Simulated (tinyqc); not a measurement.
Long-channel MOSFET, surface-potential model: one step of the calculation.

n-channel transistor on a uniformly doped p-type body, gradual-channel approximation, constant mobility, Boltzmann statistics, full ionisation. Potentials are counted from the neutral body; V is the electron quasi-Fermi potential, Vsb at the source and Vsb + Vds at the drain. Charges are magnitudes per area.

Task. Inversion charge along the channel. The surface potential psi at channel potential V solves Vgs + Vsb - Vfb - psi = gamma sqrt(G), G = psi - Vt + Vt exp((psi - 2 phiF - V)/Vt). Charge sheet: Qi = Cox gamma [sqrt(G) - sqrt(psi - Vt)]. Pao-Sah: Qi = (Cox gamma/2) integral from 3 Vt to psi of exp((u - 2 phiF - V)/Vt)/sqrt(G(u, V)) du.

Values chosen for this exercise; material values close to those of 4H silicon carbide:
- T = 350 K (temperature)
- Vfb = -1.9 V (flat-band voltage)
- Vsb = 0 V (source-body reverse bias)
- Vgs = 4.97 V (gate-source voltage)

Constants: q = 1.602176634e-19 C, kB = 1.380649e-23 J/K, Vt = kB T/q. Results are converted to the units shown.

V, point 0 to 6 (V): [0, 0.13333333, 0.26666667, 0.4, 0.53333333, 0.66666667, 0.8]
phiF = 1.5354726 V
Cox = 0.24771829 uF/cm^2
gamma = 2.0610004 V^0.5

Wanted: psi; Qi, charge sheet; Qi, Pao-Sah.

Result.

psi, point 0 to 6 (V): [3.128, 3.193, 3.200, 3.200, 3.200, 3.200, 3.200]
Qi, charge sheet, point 0 to 6 (nC/cm^2): [28.42, 2.956, 0.04550, 5.493e-4, 6.605e-6, 7.943e-8, 9.551e-10]
Qi, Pao-Sah, point 0 to 6 (nC/cm^2): [28.56, 2.970, 0.04572, 5.519e-4, 6.637e-6, 7.981e-8, 9.597e-10]

At the source the charge-sheet charge is 0.49 % below the Pao-Sah one.

Computed by the program tinyqc: `OMP_NUM_THREADS=1 python tinyqc.py 2360089 2360090 out.jsonl`, one thread of a shared Intel Xeon 2.30GHz, about 0.04 s for the whole run.
